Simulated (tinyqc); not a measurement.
# Diffused layer (complementary error function), carriers, mobility and sheet resistance with incomplete ionisation: effect of the peak chemical concentration

An n-type layer from the surface x = 0 to the junction xj, N(x) = N0 erfc(x/Ld). Local neutrality (no depletion at surface or junction, no spilling of carriers), intrinsic carriers neglected, Boltzmann statistics.

erfc(xj/Ld) = Nb/N0. Active dopant A = min(N, Ns); n solves n (n + Nb)/(A - Nb - n) = K, K = (NB/gd) exp(-E/Vt), E = max(Ei - ks A^(1/3), 0), so n = 2 K (A - Nb)/[Nb + K + sqrt((Nb + K)^2 + 4 K (A - Nb))]; mobility mu = m1 + (m2 (T/300 K)^(-bt) - m1)/(1 + ((A + Nb)/Nr)^am). Dose = integral of N, carrier sheet density = integral of n, 1/Rs = q integral of n mu, mean mobility 1/(q Rs sheet density), Hall mobility (unit Hall factor) = integral of n mu^2 over integral of n mu, Hall sheet density = (integral of n mu)^2/integral of n mu^2; all from 0 to xj. Integrals on 4000 steps.

Parameters, values chosen for the exercise; values close to those of phosphorus in silicon over a p-type background: temperature T = 300 K; background doping of the opposite type Nb = 2.2e14 cm^-3; mobility limit at high doping m1 = 69.5 cm^2/(V s); mobility limit at low doping, at 300 K m2 = 1430 cm^2/(V s); reference doping of the mobility law Nr = 9.06e16 cm^-3; exponent of the mobility law am = 0.728; temperature exponent of m2 bt = 2.5; solubility limit of active dopant Ns = 3.9e20 cm^-3; conduction-band density of states at T NB = 2.8e19 cm^-3; ionisation energy in the dilute limit Ei = 0.0441 eV; degeneracy factor of the level gd = 2; lowering of Ei per N^(1/3) ks = 5.3e-9 eV cm; diffusion length 2 sqrt(D t) Ld = 38 nm.

Constants: q = 1.602176634e-19 C, kB = 1.380649e-23 J/K, Vt = kB T/q. Results are converted to the units shown.

Result of one run:
```
N0 (cm^-3)	xj (nm)	dose (cm^-2)	carriers (cm^-2)	Rs (ohm/square)	mean mobility (cm^2/(V s))	Rs xj (ohm nm)	Hall/true sheet density
4.9e17	94.30	1.050e12	9.641e11	1.209e4	535.4	1.140e6	0.9034
```

What becomes of these results when the peak chemical concentration N0 is changed from 4.9e17 to 1.2e18 cm^-3, all else the same?

Result of the changed run:
```
N0 (cm^-3)	xj (nm)	dose (cm^-2)	carriers (cm^-2)	Rs (ohm/square)	mean mobility (cm^2/(V s))	Rs xj (ohm nm)	Hall/true sheet density
1.2e18	100.5	2.573e12	2.175e12	7621	376.6	7.660e5	0.8441
```

The whole series:
```
N0 (cm^-3)	xj (nm)	dose (cm^-2)	carriers (cm^-2)	Rs (ohm/square)	mean mobility (cm^2/(V s))	Rs xj (ohm nm)	Hall/true sheet density
2.2e15	44.20	4.470e9	3.495e9	1.313e6	1360	5.801e7	0.9999
5.4e15	54.98	1.136e10	1.014e10	4.684e5	1314	2.575e7	0.9994
1.3e16	64.18	2.767e10	2.619e10	1.927e5	1237	1.237e7	0.9978
3.3e16	72.90	7.057e10	6.847e10	8.234e4	1107	6.003e6	0.9924
8.1e16	80.56	1.735e11	1.689e11	3.961e4	933.3	3.191e6	0.9787
2e17	87.69	4.286e11	4.105e11	2.083e4	730.0	1.826e6	0.9500
4.9e17	94.30	1.050e12	9.641e11	1.209e4	535.4	1.140e6	0.9034
1.2e18	100.5	2.573e12	2.175e12	7621	376.6	7.660e5	0.8441
3e18	106.5	6.432e12	4.739e12	5052	260.7	5.383e5	0.7844
```

As N0 goes from 2.2e15 to 3e18, xj rises from 44.2 to 107 nm, Rs falls from 1.31e6 to 5050 ohm/square, the mean mobility falls from 1360 to 261 cm^2/(V s) and the share of the dose that conducts goes from 78.2 through a maximum of 97.3 (at N0 = 8.1e16 among the rows listed) to 73.7 %. Rs goes as dose^(-1.10) at the low end and dose^(-0.45) at the high end; constant mobility and activation would give -1.

Computed by the program tinyqc: `OMP_NUM_THREADS=1 python tinyqc.py 2110147 2110148 out.jsonl`, one thread of a shared Intel Xeon 2.30GHz, about 0.01 s for the whole run.
